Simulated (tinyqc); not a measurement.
Inside a calculation. Method: RHF in the 6-31g basis, for H3+, spin multiplicity 1. Computed by tinyqc, a small Python program that keeps every step (integrals from PySCF). Settings: charge = 1, multiplicity = 1, basis = 6-31g, energy threshold = 1e-09, iteration cap = 54, orthogonalisation = symmetric, start = core, DIIS depth = 3, method = RHF. Command: `OMP_NUM_THREADS=1 python tinyqc.py 24341 24342 out.jsonl` (the two numbers bound the seeds that draw the settings). One thread of a shared host (Intel(R) Xeon(R) Processor @ 2.60GHz), about 0.04 s of CPU time with the checks. Later iterations appear only in the table of the cycle.

## One-electron integrals

Geometry (angstrom):
```
atom,x,y,z
H,0.000000,0.000000,0.000000
H,0.000000,0.000000,1.148000
H,0.000000,1.094000,0.574000
```

Basis 6-31g: exponents (1/bohr^2) and contraction coefficients of normalised primitives:
```
element,l (shell),exponent,coefficient
H,s (1),18.731137,0.033495
H,s (1),2.825394,0.234727
H,s (1),0.640122,0.813757
H,s (2),0.161278,1.000000
```

Overlap, kinetic and nuclear-attraction integrals over the contracted functions; the nuclear repulsion is the sum of Za Zb / Rab.

nuclear repulsion = 1.31761769 hartree

overlap S, lower triangle:
```
,1H 1s,1H 2s,2H 1s,2H 2s,3H 1s,3H 2s
1H 1s,1.000000
1H 2s,0.658292,1.000000
2H 1s,0.169934,0.354708,1.000000
2H 2s,0.354708,0.684195,0.658292,1.000000
3H 1s,0.131323,0.321701,0.131323,0.321701,1.000000
3H 2s,0.321701,0.644341,0.321701,0.644341,0.658292,1.000000
```

kinetic energy T (hartree), lower triangle:
```
,1H 1s,1H 2s,2H 1s,2H 2s,3H 1s,3H 2s
1H 1s,1.395678
1H 2s,0.259735,0.241917
2H 1s,-0.025100,0.081977,1.395678
2H 2s,0.081977,0.123641,0.259735,0.241917
3H 1s,-0.040794,0.066074,-0.040794,0.066074,1.395678
3H 2s,0.066074,0.110202,0.066074,0.110202,0.259735,0.241917
```

nuclear attraction V (hartree), lower triangle:
```
,1H 1s,1H 2s,2H 1s,2H 2s,3H 1s,3H 2s
1H 1s,-2.542306
1H 2s,-1.325319,-1.466572
2H 1s,-0.385664,-0.737468,-2.542306
2H 2s,-0.737468,-1.076476,-1.325319,-1.466572
3H 1s,-0.289775,-0.658872,-0.289775,-0.658872,-2.509787
3H 2s,-0.666767,-1.012907,-0.666767,-1.012907,-1.304683,-1.445453
```

core Hamiltonian H = T + V (hartree), lower triangle:
```
,1H 1s,1H 2s,2H 1s,2H 2s,3H 1s,3H 2s
1H 1s,-1.146628
1H 2s,-1.065583,-1.224655
2H 1s,-0.410764,-0.655491,-1.146628
2H 2s,-0.655491,-0.952835,-1.065583,-1.224655
3H 1s,-0.330569,-0.592798,-0.330569,-0.592798,-1.114108
3H 2s,-0.600693,-0.902705,-0.600693,-0.902705,-1.044948,-1.203536
```

## Two-electron integrals

Functions are numbered as in S; the eight-fold symmetry (ij|kl) = (ji|kl) = (kl|ij) leaves the list below.

Two-electron integrals (ij|kl) in chemists' order, unique and non-zero (hartree):
```
i,j,k,l,(ij|kl)
1,1,1,1,1.076566
2,1,1,1,0.578470
2,1,2,1,0.329423
2,2,1,1,0.587396
2,2,2,1,0.361304
2,2,2,2,0.453150
3,1,1,1,0.129604
3,1,2,1,0.076620
3,1,2,2,0.088684
3,1,3,1,0.026496
3,2,1,1,0.188134
3,2,2,1,0.118716
3,2,2,2,0.155276
3,2,3,1,0.045651
3,2,3,2,0.094587
3,3,1,1,0.457555
3,3,2,1,0.296660
3,3,2,2,0.409879
3,3,3,1,0.129604
3,3,3,2,0.300841
3,3,3,3,1.076566
4,1,1,1,0.300841
4,1,2,1,0.172723
4,1,2,2,0.191903
4,1,3,1,0.045651
4,1,3,2,0.072968
4,1,3,3,0.188134
4,1,4,1,0.094587
4,2,1,1,0.362856
4,2,2,1,0.225977
4,2,2,2,0.291500
4,2,3,1,0.066796
4,2,3,2,0.128054
4,2,3,3,0.362856
4,2,4,1,0.128054
4,2,4,2,0.212130
4,3,1,1,0.296660
4,3,2,1,0.190974
4,3,2,2,0.262091
4,3,3,1,0.076620
4,3,3,2,0.172723
4,3,3,3,0.578470
4,3,4,1,0.118716
4,3,4,2,0.225977
4,3,4,3,0.329423
4,4,1,1,0.409879
4,4,2,1,0.262091
4,4,2,2,0.360507
4,4,3,1,0.088684
4,4,3,2,0.191903
4,4,3,3,0.587396
4,4,4,1,0.155276
4,4,4,2,0.291500
4,4,4,3,0.361304
4,4,4,4,0.453150
5,1,1,1,0.096467
5,1,2,1,0.057512
5,1,2,2,0.067481
5,1,3,1,0.015634
5,1,3,2,0.025904
5,1,3,3,0.066252
5,1,4,1,0.032053
5,1,4,2,0.046089
5,1,4,3,0.042417
5,1,4,4,0.056745
5,1,5,1,0.015710
5,2,1,1,0.161530
5,2,2,1,0.102642
5,2,2,2,0.136501
5,2,3,1,0.029332
5,2,3,2,0.055144
5,2,3,3,0.147747
5,2,4,1,0.058180
5,2,4,2,0.097895
5,2,4,3,0.094880
5,2,4,4,0.129497
5,2,5,1,0.031512
5,2,5,2,0.077677
5,3,1,1,0.066252
5,3,2,1,0.042417
5,3,2,2,0.056745
5,3,3,1,0.015634
5,3,3,2,0.032053
5,3,3,3,0.096467
5,3,4,1,0.025904
5,3,4,2,0.046089
5,3,4,3,0.057512
5,3,4,4,0.067481
5,3,5,1,0.012437
5,3,5,2,0.029523
5,3,5,3,0.015710
5,4,1,1,0.147747
5,4,2,1,0.094880
5,4,2,2,0.129497
5,4,3,1,0.029332
5,4,3,2,0.058180
5,4,3,3,0.161530
5,4,4,1,0.055144
5,4,4,2,0.097895
5,4,4,3,0.102642
5,4,4,4,0.136501
5,4,5,1,0.029523
5,4,5,2,0.076012
5,4,5,3,0.031512
5,4,5,4,0.077677
5,5,1,1,0.426545
5,5,2,1,0.277937
5,5,2,2,0.391395
5,5,3,1,0.080590
5,5,3,2,0.159153
5,5,3,3,0.426545
5,5,4,1,0.159153
5,5,4,2,0.288402
5,5,4,3,0.277937
5,5,4,4,0.391395
5,5,5,1,0.096467
5,5,5,2,0.271336
5,5,5,3,0.096467
5,5,5,4,0.271336
5,5,5,5,1.076566
6,1,1,1,0.271336
6,1,2,1,0.155979
6,1,2,2,0.173650
6,1,3,1,0.038592
6,1,3,2,0.061040
6,1,3,3,0.154663
6,1,4,1,0.083597
6,1,4,2,0.112211
6,1,4,3,0.098848
6,1,4,4,0.133175
6,1,5,1,0.031512
6,1,5,2,0.058025
6,1,5,3,0.023799
6,1,5,4,0.053815
6,1,5,5,0.161530
6,1,6,1,0.077677
6,2,1,1,0.336513
6,2,2,1,0.209944
6,2,2,2,0.271934
6,2,3,1,0.056206
6,2,3,2,0.103751
6,2,3,3,0.281990
6,2,4,1,0.115168
6,2,4,2,0.186056
6,2,4,3,0.179240
6,2,4,4,0.242806
6,2,5,1,0.048551
6,2,5,2,0.108724
6,2,5,3,0.044036
6,2,5,4,0.105279
6,2,5,5,0.336513
6,2,6,1,0.108724
6,2,6,2,0.188137
6,3,1,1,0.154663
6,3,2,1,0.098848
6,3,2,2,0.133175
6,3,3,1,0.038592
6,3,3,2,0.083597
6,3,3,3,0.271336
6,3,4,1,0.061040
6,3,4,2,0.112211
6,3,4,3,0.155979
6,3,4,4,0.173650
6,3,5,1,0.023799
6,3,5,2,0.053815
6,3,5,3,0.031512
6,3,5,4,0.058025
6,3,5,5,0.161530
6,3,6,1,0.052444
6,3,6,2,0.094791
6,3,6,3,0.077677
6,4,1,1,0.281990
6,4,2,1,0.179240
6,4,2,2,0.242806
6,4,3,1,0.056206
6,4,3,2,0.115168
6,4,3,3,0.336513
6,4,4,1,0.103751
6,4,4,2,0.186056
6,4,4,3,0.209944
6,4,4,4,0.271934
6,4,5,1,0.044036
6,4,5,2,0.105279
6,4,5,3,0.048551
6,4,5,4,0.108724
6,4,5,5,0.336513
6,4,6,1,0.094791
6,4,6,2,0.176885
6,4,6,3,0.108724
6,4,6,4,0.188137
6,5,1,1,0.277937
6,5,2,1,0.179946
6,5,2,2,0.251244
6,5,3,1,0.051957
6,5,3,2,0.102453
6,5,3,3,0.277937
6,5,4,1,0.102453
6,5,4,2,0.183957
6,5,4,3,0.179946
6,5,4,4,0.251244
6,5,5,1,0.057512
6,5,5,2,0.155979
6,5,5,3,0.057512
6,5,5,4,0.155979
6,5,5,5,0.578470
6,5,6,1,0.102642
6,5,6,2,0.209944
6,5,6,3,0.102642
6,5,6,4,0.209944
6,5,6,5,0.329423
6,6,1,1,0.391395
6,6,2,1,0.251244
6,6,2,2,0.349149
6,6,3,1,0.070839
6,6,3,2,0.140740
6,6,3,3,0.391395
6,6,4,1,0.140740
6,6,4,2,0.251410
6,6,4,3,0.251244
6,6,4,4,0.349149
6,6,5,1,0.067481
6,6,5,2,0.173650
6,6,5,3,0.067481
6,6,5,4,0.173650
6,6,5,5,0.587396
6,6,6,1,0.136501
6,6,6,2,0.271934
6,6,6,3,0.136501
6,6,6,4,0.271934
6,6,6,5,0.361304
6,6,6,6,0.453150
```

## Orthogonalisation

S = U s U^T; symmetric (Loewdin) form X = U s^(-1/2) U^T, so that X^T S X = 1.

eigenvalues of S: 0.175092  0.193329  0.381974  0.970778  1.056719  3.222107

X, lower triangle:
```
,1H 1s,1H 2s,2H 1s,2H 2s,3H 1s,3H 2s
1H 1s,1.258364
1H 2s,-0.515142,1.703691
2H 1s,0.000283,0.009429,1.258364
2H 2s,0.009429,-0.442994,-0.515142,1.703691
3H 1s,0.015752,0.007713,0.015752,0.007713,1.257991
3H 2s,0.012517,-0.369761,0.012517,-0.369761,-0.512440,1.644888
```

## Starting guess

The start is the orbitals of the core Hamiltonian; D = 2 C_occ C_occ^T.

D at the start, lower triangle:
```
,1H 1s,1H 2s,2H 1s,2H 2s,3H 1s,3H 2s
1H 1s,0.224192
1H 2s,0.113211,0.057169
2H 1s,0.224192,0.113211,0.224192
2H 2s,0.113211,0.057169,0.113211,0.057169
3H 1s,0.195912,0.098931,0.195912,0.098931,0.171200
3H 2s,0.100910,0.050957,0.100910,0.050957,0.088182,0.045421
```

## Iteration 1: building the Fock matrix

J_ij = sum D_kl (ij|kl), K_ij = sum D_kl (ik|jl); F = H + J - 0.5 K; E = tr D H + tr D J / 2 - 0.25 tr D K + E_nn.

Coulomb J (hartree), lower triangle:
```
,1H 1s,1H 2s,2H 1s,2H 2s,3H 1s,3H 2s
1H 1s,1.223196
1H 2s,0.735907,0.905814
2H 1s,0.220210,0.416851,1.223196
2H 2s,0.416851,0.661865,0.735907,0.905814
3H 1s,0.165038,0.359827,0.165038,0.359827,1.132821
3H 2s,0.376388,0.616138,0.376388,0.616138,0.690122,0.870422
```

exchange K (hartree), lower triangle:
```
,1H 1s,1H 2s,2H 1s,2H 2s,3H 1s,3H 2s
1H 1s,0.736566
1H 2s,0.648149,0.675986
2H 1s,0.442358,0.547622,0.736566
2H 2s,0.547622,0.633346,0.648149,0.675986
3H 1s,0.374392,0.471872,0.374392,0.471872,0.597101
3H 2s,0.509277,0.592883,0.509277,0.592883,0.548547,0.606982
```

Fock matrix F (hartree), lower triangle:
```
,1H 1s,1H 2s,2H 1s,2H 2s,3H 1s,3H 2s
1H 1s,-0.291715
1H 2s,-0.653751,-0.656834
2H 1s,-0.411733,-0.512451,-0.291715
2H 2s,-0.512451,-0.607644,-0.653751,-0.656834
3H 1s,-0.352727,-0.468907,-0.352727,-0.468907,-0.279838
3H 2s,-0.478944,-0.583009,-0.478944,-0.583009,-0.629100,-0.636605
```

total energy of this density = -1.19560618 hartree

## Iteration 1: diagonalisation and new density

Diagonalise F' = X^T F X, C = X C', fill 1 alpha and 1 beta electrons from the bottom; D = 2 C_occ C_occ^T. Each column has its largest component positive (the first on a tie).

F' = X^T F X (hartree), lower triangle:
```
,1,2,3,4,5,6
1,0.190234
2,-0.563434,-0.014408
3,-0.172693,-0.119129,0.190234
4,-0.119129,-0.138986,-0.563434,-0.014408
5,-0.120287,-0.111500,-0.120287,-0.111500,0.178526
6,-0.110561,-0.132905,-0.110561,-0.132905,-0.549559,-0.027182
```

orbital energies (hartree): MO1 -0.981883, MO2 -0.257803, MO3 -0.216258, MO4 0.603902, MO5 0.651276, MO6 0.703763

coefficients C:
```
,MO1,MO2,MO3,MO4,MO5,MO6
1H 1s,0.280255,-0.155148,0.247155,0.733561,0.528818,-0.931604
1H 2s,0.201808,-0.483378,0.978611,-0.557490,-0.688592,1.218211
2H 1s,0.280255,-0.155148,-0.247155,0.733561,0.528818,0.931604
2H 2s,0.201808,-0.483378,-0.978611,-0.557490,-0.688592,-1.218211
3H 1s,0.261889,0.309699,0.000000,0.761813,-1.049234,0.000000
3H 2s,0.193580,1.012781,0.000000,-0.552922,1.368610,0.000000
```

D after iteration 1, lower triangle:
```
,1H 1s,1H 2s,2H 1s,2H 2s,3H 1s,3H 2s
1H 1s,0.157086
1H 2s,0.113115,0.081453
2H 1s,0.157086,0.113115,0.157086
2H 2s,0.113115,0.081453,0.113115,0.081453
3H 1s,0.146791,0.105702,0.146791,0.105702,0.137172
3H 2s,0.108503,0.078132,0.108503,0.078132,0.101393,0.074946
```

## Iteration 2: building the Fock matrix

As before.

Coulomb J (hartree), lower triangle:
```
,1H 1s,1H 2s,2H 1s,2H 2s,3H 1s,3H 2s
1H 1s,1.177104
1H 2s,0.713449,0.888380
2H 1s,0.212490,0.403855,1.177104
2H 2s,0.403855,0.648222,0.713449,0.888380
3H 1s,0.161408,0.355720,0.161408,0.355720,1.123480
3H 2s,0.365809,0.607365,0.365809,0.607365,0.685425,0.865489
```

exchange K (hartree), lower triangle:
```
,1H 1s,1H 2s,2H 1s,2H 2s,3H 1s,3H 2s
1H 1s,0.674162
1H 2s,0.623522,0.684857
2H 1s,0.410799,0.528664,0.674162
2H 2s,0.528664,0.641600,0.623522,0.684857
3H 1s,0.362232,0.477577,0.362232,0.477577,0.596239
3H 2s,0.498788,0.611084,0.498788,0.611084,0.563156,0.638108
```

Fock matrix F (hartree), lower triangle:
```
,1H 1s,1H 2s,2H 1s,2H 2s,3H 1s,3H 2s
1H 1s,-0.306605
1H 2s,-0.663896,-0.678703
2H 1s,-0.403673,-0.515968,-0.306605
2H 2s,-0.515968,-0.625413,-0.663896,-0.678703
3H 1s,-0.350277,-0.475867,-0.350277,-0.475867,-0.288748
3H 2s,-0.484279,-0.600882,-0.484279,-0.600882,-0.641102,-0.657102
```

total energy of this density = -1.21156834 hartree

## Iteration 2: DIIS over 2 matrices

error matrix X^T (FDS - SDF) X:
```
,1,2,3,4,5,6
1,0.000000,0.011596,0.000000,0.011596,0.000826,0.011671
2,-0.011596,0.000000,-0.011596,0.000000,-0.009931,0.000551
3,0.000000,0.011596,0.000000,0.011596,0.000826,0.011671
4,-0.011596,0.000000,-0.011596,0.000000,-0.009931,0.000551
5,-0.000826,0.009931,-0.000826,0.009931,0.000000,0.010034
6,-0.011671,-0.000551,-0.011671,-0.000551,-0.010034,0.000000
```

B (overlaps of the stored error matrices):
```
,1,2
1,8.4806738e-02,1.3610254e-02
2,1.3610254e-02,2.2204058e-03
```

Minimise |sum c_i e_i|^2 with sum c_i = 1: solve [B -1; -1 0][c; lambda] = [0; -1] with B_ij = tr e_i^T e_j, and take F = sum c_i F_i.

DIIS coefficients: -0.190445  1.190445

extrapolated F (hartree), lower triangle:
```
,1H 1s,1H 2s,2H 1s,2H 2s,3H 1s,3H 2s
1H 1s,-0.309441
1H 2s,-0.665828,-0.682868
2H 1s,-0.402138,-0.516638,-0.309441
2H 2s,-0.516638,-0.628798,-0.665828,-0.682868
3H 1s,-0.349811,-0.477192,-0.349811,-0.477192,-0.290445
3H 2s,-0.485295,-0.604286,-0.485295,-0.604286,-0.643387,-0.661005
```

## Iteration 2: diagonalisation and new density

As before.

F' = X^T F X (hartree), lower triangle:
```
,1,2,3,4,5,6
1,0.171331
2,-0.562015,-0.034676
3,-0.157426,-0.117756,0.171331
4,-0.117756,-0.147015,-0.562015,-0.034676
5,-0.111992,-0.112877,-0.111992,-0.112877,0.174187
6,-0.111720,-0.140603,-0.111720,-0.140603,-0.556051,-0.039616
```

orbital energies (hartree): MO1 -0.999620, MO2 -0.270092, MO3 -0.236700, MO4 0.594140, MO5 0.642357, MO6 0.677795

coefficients C:
```
,MO1,MO2,MO3,MO4,MO5,MO6
1H 1s,0.270436,-0.157749,0.257917,0.821193,0.384702,-0.928682
1H 2s,0.208163,-0.480935,0.964451,-0.671526,-0.577716,1.229451
2H 1s,0.270436,-0.157749,-0.257917,0.821193,0.384702,0.928682
2H 2s,0.208163,-0.480935,-0.964451,-0.671526,-0.577716,-1.229451
3H 1s,0.253863,0.314535,0.000000,0.560501,-1.169705,0.000000
3H 2s,0.201572,1.005596,0.000000,-0.290846,1.451057,0.000000
```

D after iteration 2, lower triangle:
```
,1H 1s,1H 2s,2H 1s,2H 2s,3H 1s,3H 2s
1H 1s,0.146272
1H 2s,0.112590,0.086664
2H 1s,0.146272,0.112590,0.146272
2H 2s,0.112590,0.086664,0.112590,0.086664
3H 1s,0.137308,0.105690,0.137308,0.105690,0.128893
3H 2s,0.109025,0.083920,0.109025,0.083920,0.102343,0.081262
```

## Iteration 3: building the Fock matrix

As before.

Coulomb J (hartree), lower triangle:
```
,1H 1s,1H 2s,2H 1s,2H 2s,3H 1s,3H 2s
1H 1s,1.169235
1H 2s,0.709577,0.885294
2H 1s,0.211144,0.401590,1.169235
2H 2s,0.401590,0.645772,0.709577,0.885294
3H 1s,0.160603,0.354400,0.160603,0.354400,1.119030
3H 2s,0.363875,0.605451,0.363875,0.605451,0.683236,0.863625
```

exchange K (hartree), lower triangle:
```
,1H 1s,1H 2s,2H 1s,2H 2s,3H 1s,3H 2s
1H 1s,0.663776
1H 2s,0.619469,0.686676
2H 1s,0.405507,0.525497,0.663776
2H 2s,0.525497,0.643233,0.619469,0.686676
3H 1s,0.358935,0.476766,0.358935,0.476766,0.591429
3H 2s,0.496567,0.613730,0.496567,0.613730,0.562790,0.642168
```

Fock matrix F (hartree), lower triangle:
```
,1H 1s,1H 2s,2H 1s,2H 2s,3H 1s,3H 2s
1H 1s,-0.309281
1H 2s,-0.665741,-0.682699
2H 1s,-0.402374,-0.516649,-0.309281
2H 2s,-0.516649,-0.628680,-0.665741,-0.682699
3H 1s,-0.349434,-0.476781,-0.349434,-0.476781,-0.290793
3H 2s,-0.485101,-0.604120,-0.485101,-0.604120,-0.643107,-0.660996
```

total energy of this density = -1.21198711 hartree

## Iteration 3: DIIS over 3 matrices

error matrix X^T (FDS - SDF) X:
```
,1,2,3,4,5,6
1,0.000000,-0.000038,0.000000,-0.000038,-0.000195,-0.000003
2,0.000038,0.000000,0.000038,0.000000,-0.000189,0.000040
3,0.000000,-0.000038,0.000000,-0.000038,-0.000195,-0.000003
4,0.000038,0.000000,0.000038,0.000000,-0.000189,0.000040
5,0.000195,0.000189,0.000195,0.000189,0.000000,0.000216
6,0.000003,-0.000040,0.000003,-0.000040,-0.000216,0.000000
```

B (overlaps of the stored error matrices), lower triangle:
```
,1,2,3
1,8.4806738e-02
2,1.3610254e-02,2.2204058e-03
3,2.3976230e-05,7.6357697e-06,4.0716058e-07
```

As before.

DIIS coefficients: 0.018113  -0.114793  1.096680

extrapolated F (hartree), lower triangle:
```
,1H 1s,1H 2s,2H 1s,2H 2s,3H 1s,3H 2s
1H 1s,-0.309270
1H 2s,-0.665735,-0.682689
2H 1s,-0.402394,-0.516652,-0.309270
2H 2s,-0.516652,-0.628674,-0.665735,-0.682689
3H 1s,-0.349397,-0.476743,-0.349397,-0.476743,-0.290830
3H 2s,-0.485084,-0.604109,-0.485084,-0.604109,-0.643084,-0.661001
```

## Iteration 3: diagonalisation and new density

As before.

F' = X^T F X (hartree), lower triangle:
```
,1,2,3,4,5,6
1,0.171541
2,-0.562083,-0.034512
3,-0.157766,-0.117797,0.171541
4,-0.117797,-0.146983,-0.562083,-0.034512
5,-0.111720,-0.112632,-0.111720,-0.112632,0.173228
6,-0.111562,-0.140615,-0.111562,-0.140615,-0.555437,-0.040220
```

orbital energies (hartree): MO1 -0.999298, MO2 -0.270604, MO3 -0.236435, MO4 0.593920, MO5 0.641271, MO6 0.678212

coefficients C:
```
,MO1,MO2,MO3,MO4,MO5,MO6
1H 1s,0.270486,-0.157959,0.257717,0.815948,0.395587,-0.928737
1H 2s,0.208184,-0.480607,0.964716,-0.663787,-0.586853,1.229244
2H 1s,0.270486,-0.157959,-0.257717,0.815948,0.395587,0.928737
2H 2s,0.208184,-0.480607,-0.964716,-0.663787,-0.586853,-1.229244
3H 1s,0.253643,0.314877,0.000000,0.576185,-1.162015,0.000000
3H 2s,0.201612,1.005192,0.000000,-0.310114,1.447337,0.000000
```

D after iteration 3, lower triangle:
```
,1H 1s,1H 2s,2H 1s,2H 2s,3H 1s,3H 2s
1H 1s,0.146325
1H 2s,0.112622,0.086681
2H 1s,0.146325,0.112622,0.146325
2H 2s,0.112622,0.086681,0.112622,0.086681
3H 1s,0.137214,0.105609,0.137214,0.105609,0.128669
3H 2s,0.109067,0.083945,0.109067,0.083945,0.102275,0.081295
```

## Iteration 5 (converged): orbitals

converged F (hartree), lower triangle:
```
,1H 1s,1H 2s,2H 1s,2H 2s,3H 1s,3H 2s
1H 1s,-0.309275
1H 2s,-0.665755,-0.682709
2H 1s,-0.402403,-0.516670,-0.309275
2H 2s,-0.516670,-0.628694,-0.665755,-0.682709
3H 1s,-0.349410,-0.476757,-0.349410,-0.476757,-0.290827
3H 2s,-0.485106,-0.604128,-0.485106,-0.604128,-0.643096,-0.661017
```

As before.

F' = X^T F X (hartree), lower triangle:
```
,1,2,3,4,5,6
1,0.171551
2,-0.562097,-0.034512
3,-0.157762,-0.117806,0.171551
4,-0.117806,-0.146986,-0.562097,-0.034512
5,-0.111723,-0.112636,-0.111723,-0.112636,0.173243
6,-0.111576,-0.140618,-0.111576,-0.140618,-0.555449,-0.040216
```

orbital energies (hartree): MO1 -0.999328, MO2 -0.270596, MO3 -0.236435, MO4 0.593955, MO5 0.641288, MO6 0.678222

coefficients C:
```
,MO1,MO2,MO3,MO4,MO5,MO6
1H 1s,0.270486,-0.157949,0.257717,0.815972,0.395542,-0.928737
1H 2s,0.208183,-0.480617,0.964716,-0.663813,-0.586816,1.229243
2H 1s,0.270486,-0.157949,-0.257717,0.815972,0.395542,0.928737
2H 2s,0.208183,-0.480617,-0.964716,-0.663813,-0.586816,-1.229243
3H 1s,0.253637,0.314878,0.000000,0.576119,-1.162049,0.000000
3H 2s,0.201618,1.005195,0.000000,-0.310046,1.447348,0.000000
```

D after iteration 5, lower triangle:
```
,1H 1s,1H 2s,2H 1s,2H 2s,3H 1s,3H 2s
1H 1s,0.146325
1H 2s,0.112621,0.086681
2H 1s,0.146325,0.112621,0.146325
2H 2s,0.112621,0.086681,0.112621,0.086681
3H 1s,0.137211,0.105606,0.137211,0.105606,0.128664
3H 2s,0.109070,0.083947,0.109070,0.083947,0.102276,0.081300
```

## Convergence

Stop when the energy changes by less than 1e-09 hartree and every element of the error matrix X^T (F D S - S D F) X is below 9e-06.

Course of the cycle:
```
iteration,E (hartree),change,largest element of the error matrix
1,-1.19560618,-,7.61e-02
2,-1.21156834,-1.60e-02,1.17e-02
3,-1.21198711,-4.19e-04,2.16e-04
4,-1.21198720,-8.85e-08,6.16e-06
5,-1.21198720,-4.39e-11,4.96e-07
```

PySCF RHF in the same basis = -1.21198720 hartree

Converged in 5 iterations.

## Populations, bond orders and dipole

Mulliken: Z minus the diagonal of D S on the atom; Loewdin: the same with S^(1/2) D S^(1/2); Mayer order: 2 sum_s sum (D(s) S)_ij (D(s) S)_ji over the two atoms.

Charges (e):
```
atom,Mulliken,Loewdin
1H,0.313480,0.313600
2H,0.313480,0.313600
3H,0.373040,0.372800
```

Mayer bond orders:
```
pair,order
2-1,0.471310
3-1,0.430420
3-2,0.430420
```

dipole moment about the origin, x y z (debye): 0.000000  1.967563  2.757040
